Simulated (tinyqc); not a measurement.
MOSFET in the linear regime without short-channel effects, parameter extraction from computed curves: extraction methods against the temperature.

Inversion charge Q = Cox n Vt W0(exp((Vg - VT)/(n Vt))), W0 the Lambert function and n = nf; u = Q/Cox; mobility mu = mu0/(1 + th1 u + th2 u^2); channel resistance Rch = (L - dL)/(W mu Q); Id = Vd/(Rch + Rsd/W). Cox = eps0 eox/tox. Small Vd, no channel-length or drain effects.

From the continuous curve Id(Vg): tangent at peak gm (V_ext = Vg - Id/gm); constant current Id = 0.1 uA W/L; peak of d2Id/dVg2; Y = Id/sqrt(gm) drawn through Vg = VT + 0.6 and VT + 0.8 V, with intercept VT_Y and slope s. Mobilities gm,max L/(W Cox Vd) and s^2 L/(W Cox Vd) with the drawn L. Last column: share of Rsd/W in the total resistance at VT + 0.8 V.

Inputs (values chosen for the exercise); channel values of the order met in silicon transistors: relative permittivity of the gate insulator (close to silicon dioxide) eox = 3.9; insulator thickness tox = 7.9 nm; low-field mobility mu0 = 120 cm^2/(V s); first mobility attenuation factor th1 = 0.56 1/V; second mobility attenuation factor th2 = 0 1/V^2; threshold voltage VT = 0.51 V; body factor nf = 1.26; gate width W = 10 um; drawn gate length L = 0.073 um; drawn less effective length dL = 0.011 um; source plus drain resistance Rsd = 200 ohm um; drain voltage Vd = 0.01 V.

Constants: q = 1.602176634e-19 C, kB = 1.380649e-23 J/K, Vt = kB T/q, eps0 = 8.8541878128e-14 F/cm where lengths are in cm. Results are converted to the units shown.

Result of one run:

| V_ext (V) | constant current (V) | second derivative (V) | VT_Y (V) | mobility from gm (cm^2/(V s)) | mobility from Y (cm^2/(V s)) | series share (%) |
|---|---|---|---|---|---|---|
| 0.502 | 0.755 | 0.495 | 0.556 | 90.6 | 124 | 7.74 |

Which temperature T gave this result: 77, 300, 370 or 450 K?

T = 370 K.

The whole series:

| T (K) | V_ext (V) | constant current (V) | second derivative (V) | VT_Y (V) | mobility from gm (cm^2/(V s)) | mobility from Y (cm^2/(V s)) | series share (%) |
|---|---|---|---|---|---|---|---|
| 77 | 0.515 | 0.719 | 0.508 | 0.534 | 114 | 138 | 8.29 |
| 110 | 0.515 | 0.726 | 0.507 | 0.540 | 110 | 136 | 8.21 |
| 150 | 0.515 | 0.733 | 0.505 | 0.545 | 106 | 134 | 8.12 |
| 220 | 0.512 | 0.742 | 0.503 | 0.551 | 99.6 | 131 | 7.98 |
| 300 | 0.507 | 0.750 | 0.499 | 0.555 | 94.4 | 127 | 7.84 |
| 370 | 0.502 | 0.755 | 0.495 | 0.556 | 90.6 | 124 | 7.74 |
| 450 | 0.495 | 0.758 | 0.490 | 0.556 | 86.9 | 120 | 7.63 |

The model has VT = 0.51 V and mu0 = 120 cm^2/(V s). Over the table the extracted thresholds move by 21 mV (tangent), 39 mV (constant current), 17 mV (second derivative), 22 mV (Y function). The mobility from gm falls from 114 to 86.9 and that from Y falls from 138 to 120 cm^2/(V s).

Program tinyqc, `OMP_NUM_THREADS=1 python tinyqc.py 2210046 2210047 out.jsonl`; Intel Xeon 2.30GHz, shared host, one thread, about 0.01 s.
